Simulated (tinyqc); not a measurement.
WKB tunnelling through a gate dielectric with a two-band (Franz) dispersion, step by step. Values are carried at full precision from step to step, so a last printed digit may differ when a step is redone from the rounded ones.

Constants: hbar^2/2m0 = 3.80998211 eV angstrom^2.

Parameters, chosen for this exercise (of the size used for La2O3 on silicon; the results hold for these values, not for the real material):
```
symbol  value  unit      meaning
phi     2.4    eV        barrier above the electron energy at the emitter
t       34     angstrom  thickness
V       5      V         voltage across the layer
Eg      6.19   eV        gap of the dielectric
m       0.28   m0        mass at the conduction edge
```

## Shape of the barrier

Field V/t (1 V/angstrom = 100 MV/cm), the end of the forbidden region x_e = min(t, phi t/V), and u there.

field = 14.71 MV/cm
x_e = 16.32 angstrom
u(x_e) = 0.000 eV

V >= phi: a triangle, Fowler-Nordheim tunnelling into the conduction band of the dielectric. This field is near or beyond what La2O3 bears for long; the numbers are an exercise.

## Decay constant through the layer

At depth x the conduction edge lies u(x) = phi - V x/t above the electron. Parabolic: kappa = sqrt(m u/c). Franz: kappa = sqrt(m u (1 - u/Eg)/c), which vanishes at both band edges. c = hbar^2/2m0. T = exp(-2 integral of kappa dx) over the region u > 0; no image force, no prefactor, zero transverse momentum. The region ends at x_e = min(t, phi t/V); x_e < t is the Fowler-Nordheim regime.

Nine points x = j x_e/8.

kappa (1/angstrom):
```
x (angstrom)  u (eV)  parabolic   Franz
0.000         2.4000     0.4200  0.3286
2.040         2.1000     0.3929  0.3193
4.080         1.8000     0.3637  0.3063
6.120         1.5000     0.3320  0.2890
8.160         1.2000     0.2970  0.2666
10.200        0.9000     0.2572  0.2378
12.240        0.6000     0.2100  0.1996
14.280        0.3000     0.1485  0.1448
16.320        0.0000     0.0000  0.0000
```

At the emitter the Franz value is 21.8 % below the parabolic one, the factor sqrt(1 - phi/Eg).

## The integrals by Simpson's rule

Weights 1, 4, 2, 4, 2, 4, 2, 4, 1 times a third of the spacing.

integral of kappa dx: parabolic 4.545, Franz 3.969

## The integrals in closed form

Parabolic: (2/3) sqrt(m/c) (t/V) (phi^(3/2) - u_e^(3/2)). Franz: sqrt(m/c) Eg^(3/2) (t/V) (f(phi/Eg) - f(u_e/Eg)) with f(y) = ((2y - 1) sqrt(y (1 - y)) + arcsin(sqrt y))/4. u_e = max(phi - V, 0). T = exp(-2 I).

integral of kappa dx: parabolic 4.5693, Franz 3.9940

T: parabolic 0.000107, Franz 0.000339

The two-band dispersion raises T by a factor 3.16.

## Checks

- Franz integral in closed form against adaptive quadrature: both 3.99405.

(tinyqc, `OMP_NUM_THREADS=1 python tinyqc.py 1481368 1481369 out.jsonl`, Intel(R) Xeon(R) Processor @ 2.30GHz, 1 thread, shared host, about 0.01 s.)
